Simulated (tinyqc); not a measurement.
What moves the results: heavy doping: gap narrowing, degeneracy and the minority density. A value that a table varies takes the place of the one given here.

F_j(eta) = (1/Gamma(j + 1)) integral_0^infinity x^j dx/(1 + exp(x - eta)), which tends to exp(eta) for eta << 0.

Empirical narrowing (Slotboom form, constants chosen for the exercise; published fits of this form give the apparent narrowing, here it is taken as the true one): dEg = E0 [ln(N/N0) + sqrt(ln(N/N0)^2 + C)].

Majority: N = Nc F_1/2(eta), eta the distance of EF beyond the majority band edge in kT. Degeneracy factor gam = F_1/2(eta)/exp(eta). ni0^2 = Nc Nv exp(-Eg/kT); product n p = ni0^2 gam exp(dEg/kT), dEg the true narrowing; apparent narrowing dEa = dEg + kT ln gam; minority density = n p/N.

Bipolar transistor with N as emitter doping: beta = K (N/NB) exp((dEa_B + dG - dEa_E)/kT), dEa_E = dEg(N) + kT ln gam, dEa_B = dEg(NB). For the sweep in T, Nc is scaled as (T/T0)^(3/2) from its value at T0 = T.

Constants: kB = 8.617333262e-05 eV/K.

Values chosen for the exercise (gap and densities of states near those of Si at this temperature; narrowing constants near the fits for Si; not measured data):
- Eg = 1.13 eV (gap)
- Nc = 2.7e+19 1/cm^3 (conduction-band density of states)
- Nv = 1.16e+19 1/cm^3 (valence-band density of states)
- T = 300 K
- E0 = 7.88 meV (narrowing scale)
- N0 = 1.3e+17 1/cm^3 (onset density)
- C = 0.5 (smoothing constant)
- N = 1.4e+18 1/cm^3 (ionised donors, equal to the majority density)
- NB = 3e+17 1/cm^3 (base doping)
- K = 1.3 (ratio (D_B W_E)/(D_E W_B))
- dG = 120 meV (extra narrowing of the base by alloying)

## Narrowing against degeneracy

N takes the values listed; the last column is N over the factor gam exp(dEg/kT), the doping that a simple model would need to give the same minority density.

Results:
```
N (1/cm^3)    eta      gam  dEg (meV)  dEa (meV)  minority (1/cm^3)  effective doping (1/cm^3)
8.0e+16     -5.82    0.999        2.9        2.9                455                   7.15e+16
3.0e+17     -4.50    0.996       15.2       15.1                195                   1.67e+17
8.0e+17     -3.51    0.990       29.7       29.4                127                   2.56e+17
3.0e+18     -2.16    0.962       50.1       49.1               72.4                   4.49e+17
8.0e+18     -1.11    0.901       65.4       62.7               46.0                   7.07e+17
3.0e+19      0.49    0.679       86.1       76.1               20.6                   1.58e+18
8.0e+19      2.09    0.365      101.5       75.5               7.54                   4.32e+18
2.0e+20      4.40   0.0910      115.9       54.0               1.31                   2.48e+19
5.0e+20      8.36  0.00432      130.3      -10.4             0.0435                   7.48e+20
```

dEg grows steadily to 130.3 meV, while the apparent value peaks at 76.1 meV for N = 3e+19 and falls to -10.4 meV as the Fermi level enters the band (a negative value is not met in measurements: parabolic bands with a fixed mass overstate the filling). N grows by a factor 38 from the third to the sixth row and the effective doping by 6.2: net of degeneracy, narrowing takes away 84 % of the factor gained by heavier doping.

## Current gain against temperature

Gain:
```
T (K)      beta  beta with dG = 0  without narrowing
150    1.16e+04              1.07               6.07
200    1.74e+03              1.65               6.07
250         560              2.13               6.07
300         263              2.53               6.07
350         153              2.87               6.07
400         102              3.15               6.07
450        74.7              3.38               6.07
```

dEa_B + dG - dEa_E at T0 = 97.4 meV

beta is 1.16e+04 at 150 K and 74.7 at 450 K, since the net exponent is positive: the gap is narrower in the base. At 300 K narrowing and degeneracy change the gain by a factor 0.418 and alloying the base by 104.

## What moves the minority density and the gain

All results formed anew. Each row changes one parameter from the base and keeps the others.

Results:
```
case                  dEg (meV)  dEa (meV)  minority (1/cm^3)  beta
base                      38.27      37.79                100   263
N = 2.8e+18 1/cm^3        49.01      48.07               74.6   353
E0 = 9.456 meV            45.92      45.45                135   220
N0 = 2.6e+17 1/cm^3       27.66      27.18               66.6   286
Eg = 1.15 eV              38.27      37.79               46.3   263
Nc = 3.51e+19 1/cm^3      38.27      37.90                131   262
NB = 6e+17 1/cm^3         38.27      37.79                100   194
```

The largest shifts from the base row, up to three for each result and ties (the steps differ in size, so this ranks the rows, not the parameters). dEg (meV): N +10.75, N0 -10.61, E0 +7.65; unchanged at the printed digits by Eg, Nc and NB. dEa (meV): N0 -10.61, N +10.27, E0 +7.65; unchanged at the printed digits by Eg and NB. minority (1/cm^3): Eg -54.0, E0 +34.6, N0 -33.8; unchanged at the printed digits by NB. beta: N +90.4, NB -68.5, E0 -42.9; unchanged at the printed digits by Eg.

Run: tinyqc, `OMP_NUM_THREADS=1 python tinyqc.py 1650652 1650653 out.jsonl`; Intel(R) Xeon(R) Processor @ 2.30GHz, one thread, shared host; about 0.01 s of CPU time with all checks.
